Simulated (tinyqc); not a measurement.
Composition of the layer: band edges of strained Si(1-x)Ge(x) on relaxed Si(1-y)Ge(y).

Values are linear in the Ge fraction but for ED(x) = linear - CD x (1 - x) and a(x) = linear - Ca x (1 - x). Energies are on the common scale of Ev.

Coherent growth on a (001) face: e_par = (a(y) - a(x))/a(x), e_perp = -2 (C12/C11) e_par; exx = eyy = e_par, ezz = e_perp, no shear.

A valley with unit axis u lies at Ev + gap + (av + a_valley) tr(e) + Xu (u.e.u - tr(e)/3); the Delta axes are x, y, z and the L axes [111], [1-1-1], [-11-1], [-1-11]. The second-order shift of the Delta valleys under shear is left out; it lowers the pair normal to the sheared plane by tens of meV at a shear of 1 %.

Valence edges: Ev plus the levels of the 6 x 6 matrix of X, Y, Z times spin with -Dso/3 + l exx + m (eyy + ezz) on the diagonal (cyclic), n exy off it, l = av + 2 b, m = av - b, n = sqrt(3) d. Spin-orbit term (Dso/3) L.sigma on X, Y, Z with (L_k)_ij = -i epsilon_kij: <X+|H|Y+> = -i Dso/3, <X+|H|Z-> = Dso/3, <Y+|H|Z-> = -i Dso/3, <Z+|H|X-> = -Dso/3, <Z+|H|Y-> = i Dso/3, <X-|H|Y-> = i Dso/3, and their conjugates; + and - are the spin along z.

Values chosen for the exercise (end members near Si and Ge, in this order; shifted at random, so the results belong to these values and not to a real crystal):
- a = (5.438, 5.661) angstrom (lattice constant)
- Dso = (0.044, 0.294) eV (spin-orbit splitting)
- av = (2.47, 1.23) eV (valence hydrostatic potential)
- b = (-2.11, -2.57) eV (tetragonal shear potential)
- d = (-4.85, -5.36) eV (trigonal shear potential)
- C11 = (166.4, 129.2) GPa
- C12 = (64.3, 48.6) GPa
- C44 = (80, 66) GPa
- Ev = (0, 0.6) eV (top of the unstrained valence band)
- ED = (1.167, 0.917) eV (gap to the Delta valleys)
- EL = (2.044, 0.744) eV (gap to the L valleys)
- aD = (1.8, 1.34) eV (hydrostatic potential of the Delta gap)
- aL = (-3.03, -3.05) eV (hydrostatic potential of the L gap)
- XuD = (9.28, 9.39) eV (uniaxial potential, Delta)
- XuL = (15.73, 14.79) eV (uniaxial potential, L)
- CD = 0.194 eV (bowing of the Delta gap)
- Ca = 0.025 angstrom (bowing of the lattice constant)
- face = 001 (growth face)
- y = 0.55 (Ge fraction of the relaxed buffer)

The buffer is kept. dEc = Ec(buffer) - Ec(layer), dEv = Ev(layer) - Ev(buffer); buffer edges Ev(y) and Ev(y) + min(ED, EL). The digit behind Delta or L counts whole valleys.

Results:
```
x     e_par (%)  lowest valleys  gap (eV)  next valleys above (meV)  valence splitting (meV)  dEc (eV)  dEv (eV)
0.00       2.14          Delta2     0.832                       352                      227     0.267    -0.118
0.14       1.61          Delta2     0.862                       266                      166     0.216    -0.096
0.29       1.04          Delta2     0.902                       171                      101     0.148    -0.069
0.43       0.48          Delta2     0.944                        80                       44     0.073    -0.036
0.57      -0.08          Delta4     0.968                        13                        7     0.000     0.014
0.71      -0.66          Delta4     0.873                       108                       48    -0.003     0.111
0.86      -1.29          Delta4     0.779                       139                       85    -0.018     0.220
1.00      -1.88          Delta4     0.698                        33                      115    -0.042     0.326
```

What does the comparison show, and why?

The gap is 0.832 eV in the first row and 0.698 eV in the last, with its largest listed value, 0.968 eV, at x = 0.57. The lowest valleys change: Delta2 to Delta4 between x = 0.43 and 0.57. Per 0.1 of x the valence offset moves by +44 meV on average; the conduction offset lies between -42 and +267 meV. Both carriers sit on one side for x = 0.57, and on opposite sides elsewhere. Offsets below about 30 meV are within the spread of parameter sets, so those rows do not settle the type. Strains above 2 % can be kept only in layers of a few nanometres.

tinyqc: `OMP_NUM_THREADS=1 python tinyqc.py 1051570 1051571 out.jsonl`; about 0.01 s, one thread, shared Intel(R) Xeon(R) Processor @ 2.30GHz.
